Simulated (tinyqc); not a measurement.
Temperatures in a stack of 4 dies with leakage feedback: one step of the calculation.

One-dimensional heat flow to a sink below die 0. The power of each die is released in a plane at its top; from the plane of die j > 0 heat crosses its silicon (ts), a bond layer and the wiring of die j - 1; from die 0 it crosses t0, paste and sink. Copper shares the path through bond and wiring in parallel: k_eff = fm km + (1 - fm) k. Silicon is taken at the temperature of the plane above it. Leakage is P_l exp((T - 350 K)/Tl).

Question. Resistances per area at 300 K. R = thickness/conductivity for each layer.

Parameters, values chosen for the exercise; conductivities of the order met in silicon, wiring layers, bonds and pastes:
```
symbol,value,unit,meaning
k0,136,W/(m K),conductivity of silicon at 300 K
ts,30,um,thickness of a thinned die
t0,500,um,thickness of the die next to the sink
tb,6,um,thickness of the wiring layers
kb,3.8,W/(m K),conductivity of the wiring layers
tg,20,um,thickness of a bond layer
kg,0.7,W/(m K),conductivity of the bond dielectric
fm,0.2,,area share of copper through bond and wiring
km,390,W/(m K),conductivity of copper
Rt,0.08,K cm^2/W,paste and lid
Rs,1,K cm^2/W,heat sink
```

Find: thick die; thinned die; k_eff of the bond; k_eff of the wiring; bond plus wiring; paste plus sink.

Answer.

thick die = 0.03676 K cm^2/W
thinned die = 0.002206 K cm^2/W
k_eff of the bond = 78.56 W/(m K)
k_eff of the wiring = 81.04 W/(m K)
bond plus wiring = 0.003286 K cm^2/W
paste plus sink = 1.080 K cm^2/W

Numbers from tinyqc (`OMP_NUM_THREADS=1 python tinyqc.py 2162008 2162009 out.jsonl`; about 0.04 s on one thread of a shared Intel Xeon 2.30GHz).
